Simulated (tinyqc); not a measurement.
# Raman line shape of confined optical phonons and breathing modes of small crystals, step by step

A worked calculation. Computed by tinyqc, a small Python program that keeps every step. Command: `OMP_NUM_THREADS=1 python tinyqc.py 3030641 3030642 out.jsonl confine walk`. One thread of a shared host (Intel(R) Xeon(R) Processor @ 2.30GHz), about 0.03 s of CPU time with the checks. Intermediate numbers are printed to about 7 digits and carried at full precision; extremes and crossings named in words are read from the listed rows.

Confinement in 3 direction(s) lets phonons with q away from zero scatter light. q is in units of 2 pi/a, from 0 to 1, and the branch is isotropic: omega(q)^2 = (omega_0^2 + omega_X^2)/2 + ((omega_0^2 - omega_X^2)/2) cos(pi q). The model and its constant beta are phenomenological; beta = 8 is the common choice.

Inputs (values chosen for the exercise, modelled on germanium):

| quantity | value | unit |
|---|---|---|
| bulk frequency omega_0 | 300.6 | 1/cm |
| frequency at the zone boundary omega_X | 231 | 1/cm |
| natural width Gamma_0 | 2.4 | 1/cm |
| lattice constant a | 5.658 | angstrom |
| size L | 12 | nm |
| confinement constant beta | 3 | - |
| probe offset omega - omega_0 | -0.78 | 1/cm |
| longitudinal velocity | 5240 | m/s |
| transverse velocity | 3260 | m/s |

Shape: sphere.

Constants: c = 299792458 m/s.

## Range of wave vectors

Weight W(q) = q^2 exp(-(2 L q/a)^2/(2 beta)) dq, that is exp(-k^2 L^2/(2 beta pi^2)) for k = 2 pi q/a. Width q_c = a sqrt(2 beta)/(2 L), where the exponential falls to 1/e; curvature of the branch: omega(q) = omega_0 - c q^2, c = pi^2 (omega_0^2 - omega_X^2)/(8 omega_0); for small q_c the mean of q^2 is (number of confined directions) q_c^2/2, and the mean shift is -c times that.

q_c = 0.05774672 2 pi/a

curvature c = 151.8501 1/cm

mean shift, quadratic estimate = -0.7595579 1/cm

omega(q_c) - omega_0 = -0.5054096 1/cm

## Intensity at one frequency

I(omega) = int W(q) / [(omega - omega(q))^2 + (Gamma_0/2)^2] dq / int W dq x (Gamma_0/2)^2, by 400 Gauss-Legendre points on 0 < q < min(1, 2.5 a sqrt(2 beta)/L). Bulk Lorentzian 1/(1 + (2 offset/Gamma)^2); mean shift = weighted mean of omega(q) less the bulk frequency.

I at the probe offset = 0.8534077

bulk Lorentzian there = 0.7029877

mean shift, from the weights = -0.7559480 1/cm

## Peak, width and asymmetry

The peak is the maximum of I; the width is taken between the half-maximum points, and the asymmetry is the low-side half-width over the high-side one.

peak shift = -0.6097 1/cm

full width = 2.9561 1/cm

asymmetry = 1.168

peak height (bulk = 1) = 0.86349

The peak moves 81 % as far as the mean: the tail on the low side carries the rest. A shift without broadening or asymmetry would point to stress, not size.

## Line shape against size

The formulas are those given above.

Line shape:

| L (nm) | peak shift (1/cm) | full width (1/cm) | asymmetry | mean shift, quadratic estimate (1/cm) |
|---|---|---|---|---|
| 3 | -5.1813 | 16.159 | 2.4154 | -12.15293 |
| 3.6 | -3.7935 | 11.793 | 2.2874 | -8.439533 |
| 4.4 | -2.7454 | 8.5378 | 2.0942 | -5.649604 |
| 5.5 | -1.9523 | 6.1821 | 1.8469 | -3.615747 |
| 7 | -1.368 | 4.5937 | 1.5841 | -2.232170 |
| 10 | -0.80765 | 3.3138 | 1.2755 | -1.093763 |
| 15 | -0.42415 | 2.685 | 1.0809 | -0.4861171 |
| 25 | -0.16954 | 2.4478 | 1.0084 | -0.1750021 |

The peak shift falls with exponent -1.71 at the small end and -1.80 at the large end. For still larger L it tends to the mean shift, which goes as 1/L^2; the ratio is 0.43 in the first row and 0.97 in the last. The width exceeds Gamma_0 by over 10 % for L up to 15 nm. In a sphere the factor q^2 removes the weight at q = 0, so the peak itself moves strongly.

## Breathing mode of the free sphere

Lamb: with s = omega R/v_L, R = L/2, the lowest radial mode solves tan(s)/s = 1/(1 - s^2 v_L^2/(4 v_T^2)), s between pi/2 and pi; wavenumber = s v_L/(2 pi c R).

root s = 2.428909

breathing frequency = 337.6070 GHz

breathing wavenumber = 11.26136 1/cm

Checks made by the program: mean shift of a large crystal against the quadratic estimate (relative difference 2e-05).
